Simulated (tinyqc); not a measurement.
RHF in the sto-3g basis, for H3+, spin multiplicity 1, step by step. Computed by tinyqc, a small Python program that keeps every step (integrals from PySCF). Settings: charge = 1, multiplicity = 1, basis = sto-3g, energy threshold = 1e-09, iteration cap = 57, orthogonalisation = canonical, start = core, DIIS depth = 0, damping = 0.7, method = RHF. Command: `OMP_NUM_THREADS=1 python tinyqc.py 29384 29385 out.jsonl` (the two numbers bound the seeds that draw the settings). One thread of a shared host (Intel(R) Xeon(R) Processor @ 2.60GHz), about 0.04 s of CPU time with the checks. Later iterations appear only in the table of the cycle.

## One-electron integrals

Geometry (angstrom):
```
atom       x       y       z
H     0.0000  0.0000  0.0000
H     0.0000  0.0000  1.3190
H     0.0000  1.1420  0.6590
```

Basis sto-3g: exponents (1/bohr^2) and contraction coefficients of normalised primitives:
```
element  l (shell)  exponent  coefficient
H            s (1)    3.4253       0.1543
H            s (1)    0.6239       0.5353
H            s (1)    0.1689       0.4446
```

Overlap, kinetic and nuclear-attraction integrals over the contracted functions; the nuclear repulsion is the sum of Za Zb / Rab.

nuclear repulsion = 1.203739 hartree

overlap S, order 1H 1s, 2H 1s, 3H 1s:
$$\begin{pmatrix}
1.0000 & 0.3305 & 0.3307 \\
0.3305 & 1.0000 & 0.3305 \\
0.3307 & 0.3305 & 1.0000
\end{pmatrix}$$

kinetic energy T (hartree), order 1H 1s, 2H 1s, 3H 1s:
$$\begin{pmatrix}
0.7600 & 0.0307 & 0.0308 \\
0.0307 & 0.7600 & 0.0307 \\
0.0308 & 0.0307 & 0.7600
\end{pmatrix}$$

nuclear attraction V (hartree), order 1H 1s, 2H 1s, 3H 1s:
$$\begin{pmatrix}
-2.0222 & -0.6038 & -0.6042 \\
-0.6038 & -2.0221 & -0.6038 \\
-0.6042 & -0.6038 & -2.0222
\end{pmatrix}$$

core Hamiltonian H = T + V (hartree), order 1H 1s, 2H 1s, 3H 1s:
$$\begin{pmatrix}
-1.2622 & -0.5730 & -0.5734 \\
-0.5730 & -1.2620 & -0.5730 \\
-0.5734 & -0.5730 & -1.2622
\end{pmatrix}$$

## Two-electron integrals

Functions are numbered as in S; the eight-fold symmetry (ij|kl) = (ji|kl) = (kl|ij) leaves the list below.

Two-electron integrals (ij|kl) in chemists' order, unique and non-zero (hartree):
```
(11|11) 0.7746   (21|11) 0.1868   (21|21) 0.0646   (22|11) 0.3868
(22|21) 0.1868   (22|22) 0.7746   (31|11) 0.1870   (31|21) 0.0558
(31|22) 0.1372   (31|31) 0.0647   (32|11) 0.1371   (32|21) 0.0558
(32|22) 0.1868   (32|31) 0.0558   (32|32) 0.0646   (33|11) 0.3869
(33|21) 0.1371   (33|22) 0.3868   (33|31) 0.1870   (33|32) 0.1868
(33|33) 0.7746
```

## Orthogonalisation

S = U s U^T; canonical form X = U s^(-1/2), so that X^T S X = 1. Each column of U has its largest component positive (the first on a tie).

eigenvalues of S: [0.6693, 0.6696, 1.6611]

X, order 1H 1s, 2H 1s, 3H 1s:
$$\begin{pmatrix}
0.8648 & -0.4980 & 0.4480 \\
-0.0010 & 0.9979 & 0.4479 \\
-0.8638 & -0.4997 & 0.4480
\end{pmatrix}$$

## Starting guess

The start is the orbitals of the core Hamiltonian; D = 2 C_occ C_occ^T.

D at the start, order 1H 1s, 2H 1s, 3H 1s:
$$\begin{pmatrix}
0.4015 & 0.4012 & 0.4015 \\
0.4012 & 0.4010 & 0.4012 \\
0.4015 & 0.4012 & 0.4015
\end{pmatrix}$$

## Iteration 1: building the Fock matrix

J_ij = sum D_kl (ij|kl), K_ij = sum D_kl (ik|jl); F = H + J - 0.5 K; E = tr D H + tr D J / 2 - 0.25 tr D K + E_nn.

Coulomb J (hartree), order 1H 1s, 2H 1s, 3H 1s:
$$\begin{pmatrix}
1.0316 & 0.3465 & 0.3468 \\
0.3465 & 1.0312 & 0.3465 \\
0.3468 & 0.3465 & 1.0316
\end{pmatrix}$$

exchange K (hartree), order 1H 1s, 2H 1s, 3H 1s:
$$\begin{pmatrix}
0.7078 & 0.5084 & 0.5087 \\
0.5084 & 0.7071 & 0.5084 \\
0.5087 & 0.5084 & 0.7078
\end{pmatrix}$$

Fock matrix F (hartree), order 1H 1s, 2H 1s, 3H 1s:
$$\begin{pmatrix}
-0.5845 & -0.4808 & -0.4810 \\
-0.4808 & -0.5844 & -0.4808 \\
-0.4810 & -0.4808 & -0.5845
\end{pmatrix}$$

total energy of this density = -1.176989 hartree

This density is the starting one.

## Iteration 1: diagonalisation and new density

Diagonalise F' = X^T F X, C = X C', fill 1 alpha and 1 beta electrons from the bottom; D = 2 C_occ C_occ^T; the new density keeps 0.7 of the old one (damping). Each column has its largest component positive (the first on a tie).

F' = X^T F X (hartree):
$$\begin{pmatrix}
-0.1546 & 0.0000 & 0.0000 \\
0.0000 & -0.1550 & 0.0000 \\
0.0000 & 0.0000 & -0.9308
\end{pmatrix}$$

orbital energies (hartree): MO1 -0.9308, MO2 -0.1550, MO3 -0.1546

coefficients C, order 1H 1s, 2H 1s, 3H 1s:
$$\begin{pmatrix}
0.4480 & -0.4980 & 0.8648 \\
0.4479 & 0.9979 & -0.0010 \\
0.4480 & -0.4997 & -0.8638
\end{pmatrix}$$

D after iteration 1, order 1H 1s, 2H 1s, 3H 1s:
$$\begin{pmatrix}
0.4015 & 0.4013 & 0.4015 \\
0.4013 & 0.4010 & 0.4013 \\
0.4015 & 0.4013 & 0.4015
\end{pmatrix}$$

## Iteration 2: building the Fock matrix

As before.

Coulomb J (hartree), order 1H 1s, 2H 1s, 3H 1s:
$$\begin{pmatrix}
1.0316 & 0.3465 & 0.3467 \\
0.3465 & 1.0312 & 0.3465 \\
0.3467 & 0.3465 & 1.0316
\end{pmatrix}$$

exchange K (hartree), order 1H 1s, 2H 1s, 3H 1s:
$$\begin{pmatrix}
0.7078 & 0.5084 & 0.5087 \\
0.5084 & 0.7072 & 0.5084 \\
0.5087 & 0.5084 & 0.7078
\end{pmatrix}$$

Fock matrix F (hartree), order 1H 1s, 2H 1s, 3H 1s:
$$\begin{pmatrix}
-0.5845 & -0.4808 & -0.4810 \\
-0.4808 & -0.5844 & -0.4808 \\
-0.4810 & -0.4808 & -0.5845
\end{pmatrix}$$

total energy of this density = -1.176989 hartree

This density is a damped mixture and is not idempotent.

## Iteration 2: diagonalisation and new density

As before.

F' = X^T F X (hartree):
$$\begin{pmatrix}
-0.1546 & 0.0000 & 0.0000 \\
0.0000 & -0.1550 & 0.0000 \\
0.0000 & 0.0000 & -0.9308
\end{pmatrix}$$

orbital energies (hartree): MO1 -0.9308, MO2 -0.1550, MO3 -0.1546

coefficients C, order 1H 1s, 2H 1s, 3H 1s:
$$\begin{pmatrix}
0.4480 & -0.4980 & 0.8648 \\
0.4479 & 0.9979 & -0.0010 \\
0.4480 & -0.4997 & -0.8638
\end{pmatrix}$$

D after iteration 2, order 1H 1s, 2H 1s, 3H 1s:
$$\begin{pmatrix}
0.4015 & 0.4013 & 0.4015 \\
0.4013 & 0.4011 & 0.4013 \\
0.4015 & 0.4013 & 0.4015
\end{pmatrix}$$

## Iteration 3: building the Fock matrix

As before.

Coulomb J (hartree), order 1H 1s, 2H 1s, 3H 1s:
$$\begin{pmatrix}
1.0315 & 0.3465 & 0.3467 \\
0.3465 & 1.0312 & 0.3465 \\
0.3467 & 0.3465 & 1.0315
\end{pmatrix}$$

exchange K (hartree), order 1H 1s, 2H 1s, 3H 1s:
$$\begin{pmatrix}
0.7077 & 0.5084 & 0.5087 \\
0.5084 & 0.7072 & 0.5084 \\
0.5087 & 0.5084 & 0.7077
\end{pmatrix}$$

Fock matrix F (hartree), order 1H 1s, 2H 1s, 3H 1s:
$$\begin{pmatrix}
-0.5845 & -0.4808 & -0.4810 \\
-0.4808 & -0.5844 & -0.4808 \\
-0.4810 & -0.4808 & -0.5845
\end{pmatrix}$$

total energy of this density = -1.176989 hartree

This density is a damped mixture and is not idempotent.

## Iteration 3: diagonalisation and new density

As before.

F' = X^T F X (hartree):
$$\begin{pmatrix}
-0.1546 & 0.0000 & 0.0000 \\
0.0000 & -0.1550 & 0.0000 \\
0.0000 & 0.0000 & -0.9308
\end{pmatrix}$$

orbital energies (hartree): MO1 -0.9308, MO2 -0.1550, MO3 -0.1546

coefficients C, order 1H 1s, 2H 1s, 3H 1s:
$$\begin{pmatrix}
0.4480 & -0.4980 & 0.8648 \\
0.4479 & 0.9979 & -0.0010 \\
0.4480 & -0.4997 & -0.8638
\end{pmatrix}$$

D after iteration 3, order 1H 1s, 2H 1s, 3H 1s:
$$\begin{pmatrix}
0.4015 & 0.4013 & 0.4015 \\
0.4013 & 0.4011 & 0.4013 \\
0.4015 & 0.4013 & 0.4015
\end{pmatrix}$$

## Iteration 11 (converged): orbitals

converged F (hartree), order 1H 1s, 2H 1s, 3H 1s:
$$\begin{pmatrix}
-0.5845 & -0.4808 & -0.4810 \\
-0.4808 & -0.5844 & -0.4808 \\
-0.4810 & -0.4808 & -0.5845
\end{pmatrix}$$

Diagonalise F' = X^T F X, C = X C', fill 1 alpha and 1 beta electrons from the bottom; D = 2 C_occ C_occ^T. Each column has its largest component positive (the first on a tie).

F' = X^T F X (hartree):
$$\begin{pmatrix}
-0.1547 & 0.0000 & 0.0000 \\
0.0000 & -0.1550 & 0.0000 \\
0.0000 & 0.0000 & -0.9308
\end{pmatrix}$$

orbital energies (hartree): MO1 -0.9308, MO2 -0.1550, MO3 -0.1547

coefficients C, order 1H 1s, 2H 1s, 3H 1s:
$$\begin{pmatrix}
0.4480 & -0.4980 & 0.8648 \\
0.4479 & 0.9979 & -0.0010 \\
0.4480 & -0.4997 & -0.8638
\end{pmatrix}$$

D after iteration 11, order 1H 1s, 2H 1s, 3H 1s:
$$\begin{pmatrix}
0.4014 & 0.4013 & 0.4014 \\
0.4013 & 0.4012 & 0.4013 \\
0.4014 & 0.4013 & 0.4014
\end{pmatrix}$$

## Convergence

Stop when the energy changes by less than 1e-09 hartree and every element of the error matrix X^T (F D S - S D F) X is below 9e-06.

Course of the cycle:
```
iteration  E (hartree)     change  largest element of the error matrix
1            -1.176989          -                             1.90e-04
2            -1.176989  -7.15e-09                             1.38e-04
3            -1.176989  -5.23e-09                             9.99e-05
4            -1.176989  -3.77e-09                             7.25e-05
5            -1.176989  -2.70e-09                             5.26e-05
6            -1.176989  -1.92e-09                             3.81e-05
7            -1.176989  -1.36e-09                             2.77e-05
8            -1.176989  -9.64e-10                             2.01e-05
9            -1.176989  -6.79e-10                             1.45e-05
10           -1.176989  -4.78e-10                             1.06e-05
11           -1.176989  -3.36e-10                             7.65e-06
```

PySCF RHF in the same basis = -1.176989 hartree

Converged in 11 iterations.

## Populations, bond orders and dipole

Mulliken: Z minus the diagonal of D S on the atom; Loewdin: the same with S^(1/2) D S^(1/2); Mayer order: 2 sum_s sum (D(s) S)_ij (D(s) S)_ji over the two atoms.

Charges (e):
```
atom  Mulliken  Loewdin
1H      0.3332   0.3332
2H      0.3336   0.3336
3H      0.3332   0.3332
```

Mayer bond orders:
```
pair   order
2-1   0.4444
3-1   0.4446
3-2   0.4444
```

dipole moment about the origin, x y z (debye): [0.0000, 1.8278, 3.1680]
